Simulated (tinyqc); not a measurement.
## Offset from the accumulated charge

Problem. Layer 1 (x < 0) accumulates electrons and layer 2 (x > 0) is depleted. Boltzmann statistics. Sheet densities from the first integral: Q1 = sqrt((2 eps0 eps_r Vt N1/q)(exp(u1) - u1 - 1)) extra electrons, Q2 = sqrt((2 eps0 eps_r Vt N2/q)(exp(-u2) + u2 - 1)) missing ones, u = V/Vt; neutrality Q1 = Q2 + si. V1 + V2 = dE + Vt ln[(N2/Nc2)/(N1/Nc1)]. Find V1, V2 and dE.

Parameters, values chosen for the exercise; values of the order of III-V alloys:
- T = 300 K (temperature)
- eps_r = 13.2 (relative permittivity of both layers)
- Nc1 = 7.5e17 cm^-3 (density of states of the narrow-gap layer 1)
- Nc2 = 7.7e17 cm^-3 (density of states of the wide-gap layer 2)
- N1 = 1.6e16 cm^-3 (donor density in layer 1)
- N2 = 8.5e15 cm^-3 (donor density in layer 2)
- si = -7.4e10 cm^-2 (fixed charge at the interface)

Constants: q = 1.602176634e-19 C, kB = 1.380649e-23 J/K, Vt = kB T/q, eps0 = 8.8541878128e-14 F/cm where lengths are in cm. Results are converted to the units shown.

Q1 = 8.5487014e10 cm^-2

Solution. Each sheet density rises steadily with its bending, so Q1 fixes V1 and Q2 = Q1 - si fixes V2.

V1 = 0.0320 V
V2 = 0.231 V
dE = 0.280 eV

Program tinyqc, `OMP_NUM_THREADS=1 python tinyqc.py 2410057 2410058 out.jsonl`; Intel Xeon 2.30GHz, shared host, one thread, about 0.09 s.
